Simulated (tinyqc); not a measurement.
Inside a calculation: round or elliptic silicon nanowire with anisotropic valleys (Ritz method). Values are carried at full precision from step to step, so a last printed digit may differ when a step is redone from the rounded ones.

Wire along x = [100] on a (001) wafer, y = [010], z = [001]. Valley groups, two valleys each (w = inverse masses): A, axis along z: w_y = 1/mt, w_z = 1/ml, m_x = mt; B, axis along y: w_y = 1/ml, w_z = 1/mt, m_x = mt; C, axis along x: w_y = w_z = 1/mt, m_x = ml.

Constants: hbar^2/2m0 = 3.80998211 eV angstrom^2; kB = 8.617333262e-05 eV/K.

Parameters, chosen for this exercise (near those of a Si nanowire; not measured data): ml = 0.902 m0 (longitudinal mass); mt = 0.192 m0 (transverse mass); a = 33 angstrom (semi-axis along y); b = 33 angstrom (semi-axis along z); group = A (valley group worked out); T = 350 K (temperature).

## Stretching the ellipse

Scaling y by 1/sqrt(w_y) and z by 1/sqrt(w_z) makes the mass 1 and the semi-axes A = a/sqrt(w_y), B = b/sqrt(w_z). List them with the one-function estimate 3c (1/A^2 + 1/B^2) and the slender limit c (pi/2s)^2 (1 + 2s/(pi l)), s and l the smaller and larger of A, B; c = hbar^2/2m0.

Groups:
```
group  g      A      B  axis ratio  one function (eV)  slender limit (eV)
A      2  14.46  31.34       2.167             0.0663              0.0582
B      2  31.34  14.46       2.167             0.0663              0.0582
C      2  14.46  14.46       1.000             0.1093              0.0736
```

The one-function value suits axis ratios near 1 and the slender limit ratios well above 2.

## Matrices of three even functions

Hard wall on the ellipse (y/a)^2 + (z/b)^2 = 1, c = hbar^2/2m0. With u = y/a, v = z/b the operator is -c [(w_y/a^2) d2/du2 + (w_z/b^2) d2/dv2] on the unit disc. Basis (1 - u^2 - v^2) u^i v^j; S, X and Y are the disc integrals of f f', (df/du)(df'/du) and (df/dv)(df'/dv), from the integral of u^p v^q = 2 Gamma((p+1)/2) Gamma((q+1)/2)/((p + q + 2) Gamma((p+q+2)/2)) for even p, q; H = c (w_y X/a^2 + w_z Y/b^2).

Basis 1, u^2, v^2 times (1 - u^2 - v^2); form S and H for the chosen group.

S:
```
            1       u^2       v^2
1    1.047198  0.130900  0.130900
u^2  0.130900  0.039270  0.013090
v^2  0.130900  0.013090  0.039270
```

H (meV):
```
           1      u^2      v^2
1    69.4312  11.5719  11.5719
u^2  11.5719  13.8804   1.4465
v^2  11.5719   1.4465   6.3703
```

## Lowest level in this basis

Solve H p = E S p for the wire level; give E, the ratios p2/p1 and p3/p1, and H11/S11.

E = 62.9 meV

ratios: -0.25  -0.82

one function = 66.3 meV

The two added functions lower the level by 3.4 meV (5.1 %), mostly by narrowing the state along v, the direction in which the stretched ellipse is long.

## Subbands

Converged values use 21 functions of each parity class (e or o in u, then in v).

The nine lowest levels of all groups and parity classes.

Subbands:
```
group, parity  g  m_x (m0)  E (eV)
A ee           2    0.1920  0.0629
B ee           2    0.1920  0.0629
C ee           2    0.9020  0.1054
A eo           2    0.1920  0.1064
B oe           2    0.1920  0.1064
A ee           2    0.1920  0.1659
B ee           2    0.1920  0.1659
A oe           2    0.1920  0.2107
B eo           2    0.1920  0.2107
```

At 350 K and without degeneracy the populations go as g sqrt(m_x) exp(-E/kB T): among these nine the lowest level, shared by A ee and B ee, holds 65 % and the light transport mass mt 83 % of the electrons.

## Checks

- Circle of radius a with both masses mt against c (2.404826/R)^2/m, eV: both 0.1054.

Run: tinyqc, `OMP_NUM_THREADS=1 python tinyqc.py 1250237 1250238 out.jsonl`; Intel(R) Xeon(R) Processor @ 2.30GHz, one thread, shared host; about 0.05 s of CPU time with all checks.
